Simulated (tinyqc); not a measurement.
# Inputs raised by 2 %, one at a time

Model: equilibrium crystal shape, supported particles, Gibbs-Thomson effect and coarsening. Computed by tinyqc, a small Python program. Command: `OMP_NUM_THREADS=1 python tinyqc.py 3028702 3028703 out.jsonl wulff sens`. One thread of a shared host (Intel(R) Xeon(R) Processor @ 2.30GHz), about 0.1 s of CPU time with the checks.

A cubic crystal bounded by {100}, {110} and {111} facets only.

Inputs (values chosen for the exercise, modelled on silicon): atomic volume Omega = 20.02 angstrom^3; atoms in the particle N = 1600; temperature T = 1000 K; precipitate interface energy gamma_i = 0.49 J/m^2; solubility x_inf at a flat interface = 0.00013; diffusivity D = 5.4e-16 m^2/s; mean radius at the start r0 = 6.8 nm; time t = 670000 s.

Surface energies: given.

surface energies gamma(100), gamma(110), gamma(111) (J/m^2): [1.33, 1.4, 1.19]

Constants: e = 1.602176634e-19 C; k_B = 8.617333262e-05 eV/K; k_B = 1.380649e-23 J/K.

Method:
- The energies and Omega are given.
- Wulff construction: the facet planes lie at distances lambda gamma from the centre, and the shape is the region inside all of them; V = (1/3) sum of area x distance. gamma_mean = sum A gamma / sum A; shape factor eta = A/V^(2/3) (4.836 for a sphere). lambda follows from V = N Omega.
- For the Wulff shape mu - mu(bulk) = 2 Omega gamma/h, with gamma and h = lambda gamma the energy and distance of any one facet plane, here (111); the vapour pressure rises by exp[(mu - mu(bulk))/(k_B T)].
- Spherical precipitates of nearly pure solute with atomic volume Omega: x(r) = x_inf exp(l/r), l = 2 gamma_i Omega/(k_B T). Diffusion-limited coarsening at small volume fraction (Lifshitz-Slyozov-Wagner): r^3 = r0^3 + K t, K = (4/9) D x_inf l; the number density falls as (r0/r)^3. The steady size distribution is assumed from the start, and D and x_inf are inputs that do not follow T.

Runs:
```
input moved                                      from         to  mu - mu(bulk) (meV)  pressure ratio  gamma_mean (J/m^2)  capillary length l (nm)
base run                                            -          -                169.9           7.180               1.242                    1.421
atomic volume Omega (angstrom^3)                20.02    20.4204                172.1           7.370               1.242                    1.449
temperature T (K)                                1000       1020                169.9           6.908               1.242                    1.393
precipitate interface energy gamma_i (J/m^2)     0.49     0.4998                169.9           7.180               1.242                    1.449
solubility x_inf at a flat interface          0.00013  0.0001326                169.9           7.180               1.242                    1.421
diffusivity D (m^2/s)                         5.4e-16  5.508e-16                169.9           7.180               1.242                    1.421
mean radius at the start r0 (nm)                  6.8      6.936                169.9           7.180               1.242                    1.421
time t (s)                                     670000     683400                169.9           7.180               1.242                    1.421
```

Exponents ln(y'/y) / ln(x'/x):
```
input                                 mu - mu(bulk)  pressure ratio  gamma_mean  capillary length l
atomic volume Omega                           0.667           1.323           0                   1
temperature T                                 0.000          -1.952           0                  -1
precipitate interface energy gamma_i          0.000           0.000           0                   1
solubility x_inf at a flat interface          0.000           0.000           0                   0
diffusivity D                                 0.000           0.000           0                   0
mean radius at the start r0                   0.000           0.000           0                   0
time t                                        0.000           0.000           0                   0
```

To which inputs is each result most sensitive?

Among the inputs moved here: mu - mu(bulk) answers most in size to atomic volume Omega (exponent +0.667); its exponent is below 0.0005 for temperature T, precipitate interface energy gamma_i, solubility x_inf at a flat interface, diffusivity D, mean radius at the start r0, time t. Pressure ratio answers most in size to temperature T (exponent -1.952), next to atomic volume Omega (+1.323); its exponent is below 0.0005 for precipitate interface energy gamma_i, solubility x_inf at a flat interface, diffusivity D, mean radius at the start r0, time t. gamma_mean hardly depends on these (all exponents below 0.005). Capillary length l answers most in size to atomic volume Omega (exponent +1.000), and about equally to temperature T (-1.000), precipitate interface energy gamma_i (+1.000); its exponent is below 0.0005 for solubility x_inf at a flat interface, diffusivity D, mean radius at the start r0, time t. Its exponent -1.000 in temperature T: l carries 1/(k_B T).

Caution (all rows): below a few thousand atoms edges and corners add to the energy and facets hold few atoms.
